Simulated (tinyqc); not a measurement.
What each parameter does: linear model of a band gap against the share of exact exchange.

E(alpha) = E0 + S alpha. A wider gap screens less, modelled in the Penn form eps(alpha) = 1 + (e0 - 1)(EP/(EP + S alpha))^2 with a scale EP chosen for the exercise. A dielectric-dependent hybrid takes alpha = 1/eps.

Inputs chosen for the exercise (of the order of those of TiO2; not measured data):
- E0 = 1.91 eV (gap of the semi-local functional)
- S = 8.73 eV (slope dE/d(alpha))
- e0 = 7.8 (optical dielectric constant at alpha = 0)
- EP = 12.5 eV (energy scale of the screening)

Fixed point alpha = 1/eps(alpha), gap and eps there.

Results for these values:
```
case   alpha  E (eV)    eps
base  0.1526   3.242  6.553
```

What happens to each result for EP = 13.75 eV, all else kept?

Answer: alpha falls from 0.1526 to 0.1499; E falls from 3.242 to 3.219; eps rises from 6.553 to 6.669.

The same for each parameter in turn:
```
case            alpha  E (eV)    eps
base           0.1526   3.242  6.553
E0 = 1.719 eV  0.1526   3.051  6.553
S = 7.857 eV   0.1497   3.086  6.681
e0 = 8.58      0.1367   3.103  7.317
EP = 13.75 eV  0.1499   3.219  6.669
```

Run: tinyqc, `OMP_NUM_THREADS=1 python tinyqc.py 1850882 1850883 out.jsonl`; Intel(R) Xeon(R) Processor @ 2.30GHz, one thread, shared host; about 0.01 s of CPU time with all checks.
